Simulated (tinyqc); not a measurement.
Inside a calculation. Model: shallow acceptor in the spherical model (Baldereschi-Lipari), strong spin-orbit limit. Computed by tinyqc, a small Python program that keeps every step. Command: `OMP_NUM_THREADS=1 python tinyqc.py 3021095 3021096 out.jsonl acceptor walk`. One thread of a shared host (Intel(R) Xeon(R) Processor @ 2.30GHz), about 0.01 s of CPU time with the checks. Intermediate numbers are printed to about 7 digits and carried at full precision; extremes and crossings named in words are read from the listed rows.

The 1S(3/2) state has an s envelope f(r) and a d envelope g(r). In effective units they obey -(f'' + 2f'/r + 2f/r) + mu (g'' + 5g'/r + 3g/r^2) = E f and -(g'' + 2g'/r - 6g/r^2 + 2g/r) + mu (f'' - f'/r) = E g. The cubic term, the split-off band and the central cell are left out.

Inputs (values chosen for the exercise, modelled on InP): Luttinger gamma_1 = 5.1; Luttinger gamma_2 = 1.62; Luttinger gamma_3 = 2.13; dielectric constant eps = 12.5; spin-orbit gap Delta_so = 111 meV; functions per channel n = 2; smallest exponent zeta_1 = 0.82 1/a*; ratio beta of exponents = 2.7.

Constants: Ry = 13.605693123 eV; a_0 = 0.529177210903 angstrom.

## Effective units and couplings

Ry* = Ry/(gamma_1 eps^2), a* = a_0 eps gamma_1, mu = (6 gamma_3 + 4 gamma_2)/(5 gamma_1), delta = (gamma_3 - gamma_2)/gamma_1; spherical masses 1/(gamma_1 (1 - mu)) (heavy) and 1/(gamma_1 (1 + mu)) (light).

Ry* = 17.07381 meV

a* = 33.73505 angstrom

mu = 0.7552941

delta = 0.1

heavy-hole mass = 0.8012821 m_0

light-hole mass = 0.1117069 m_0

## Matrices in a small basis

zeta_i = zeta_1 beta^(i-1), i = 1..n, in both channels. Basis: f_i = exp(-zeta_i r), g_i = r exp(-zeta_i r), weight r^2 dr, s = zeta_i + zeta_j. S_ff = 2/s^3, H_ff = zeta_i zeta_j S_ff - 2/s^2; S_gg = 24/s^5, H_gg = 8/s^3 + 24 zeta_i zeta_j/s^5 - 12/s^4; H(f_i, g_j) = mu (6 zeta_i^2/s^4 + 2 zeta_i/s^3); S_fg = 0. Each function is normalised by sqrt(S_ii).

H (Ry*), rows f1, f2, g1, g2:
$$\begin{pmatrix}
-0.9676 & -0.8538137 & 0.7330324 & 1.004501 \\
-0.8538137 & 0.473796 & 1.769122 & 5.343806 \\
0.7330324 & 1.769122 & 0.7489333 & 1.861129 \\
1.004501 & 5.343806 & 1.861129 & 9.223524
\end{pmatrix}$$

S, rows f1, f2, g1, g2:
$$\begin{pmatrix}
1.000000 & 0.700697 & 0.000000 & 0.000000 \\
0.700697 & 1.000000 & 0.000000 & 0.000000 \\
0.000000 & 0.000000 & 1.000000 & 0.552778 \\
0.000000 & 0.000000 & 0.552778 & 1.000000
\end{pmatrix}$$

## Lowest level in the small basis

H c = E S c with c^T S c = 1 and the largest component positive; the d weight is the part of the norm in g.

E = -2.108699 Ry*

coefficients: f1 -0.0707999, f2 0.9239087, g1 -0.1380582, g2 -0.3925267

d weight = 0.2330490

## Converged levels

Large basis: zeta_i = 0.08 x 1.55^(i-1), i = 1..20 in each channel; overlap eigenvalues below 1e-11 are dropped. Binding energies are -E Ry*; the mass that fits is E(1S) eps^2/Ry.

1S(3/2) binding in Ry* = 2.182548

1S(3/2) binding energy = 37.26440 meV

2S(3/2) binding energy = 11.04467 meV

d weight of 1S(3/2) = 0.2630093

Hydrogenic mass that fits = 0.4279505 m_0

The small basis recovers 96.6 % of the binding. The ratio 2S/1S is 0.296 against the hydrogenic 0.25. The fitted mass is 53 % of the heavy-hole mass. Caution: the binding exceeds a fifth of the spin-orbit gap Delta_so, so the split-off band, left out, matters.

## One mass for the acceptor?

Hydrogenic binding Ry m/eps^2; the density-of-states mass is (m_H^(3/2) + m_L^(3/2))^(2/3); errors are against the large basis.

1S binding energy:
```
mass                     value (m_0)  binding (meV)  error (%)
light hole                 0.1117069        9.72704  -73.89724
1/gamma_1                  0.1960784       17.07381  -54.18198
mean of heavy and light    0.4564945       39.74991    6.66992
heavy hole                 0.8012821       69.77279   87.23708
density of states          0.8288521       72.17348   93.67942
```

The coupled result, 37.26 meV, lies between the 1/gamma_1 value (no coupling) and the heavy-hole value; the closest single rule here is "mean of heavy and light", off by +6.7 %.

## Binding against mu

The formulas are those given above.

1S(3/2):
```
mu    binding (Ry*)   d weight  binding x (1 - mu)
0.10       1.009075  0.0042365           0.9081674
0.23       1.050156  0.0225552           0.8086200
0.45       1.227569  0.0882971           0.6751629
0.50       1.298539  0.1097889           0.6492697
0.76       2.217340  0.2665907           0.5321616
0.80       2.580198  0.2982800           0.5160396
0.90       4.768333  0.3881797           0.4768333
0.95       9.144654  0.4400163           0.4572327
```

The binding grows from 1.009 to 9.14 Ry*, slowly at first (second order in mu), while the d weight rises to 0.44. The last column, the binding in units of the heavy-hole Rydberg, falls to 0.457, towards about 0.44 as mu tends to 1.

Checks made by the program: mu = 0 against hydrogen, 1 and 1/4 (relative difference 4e-06); the coupling element from the adjoint operator (relative difference below 1e-10).
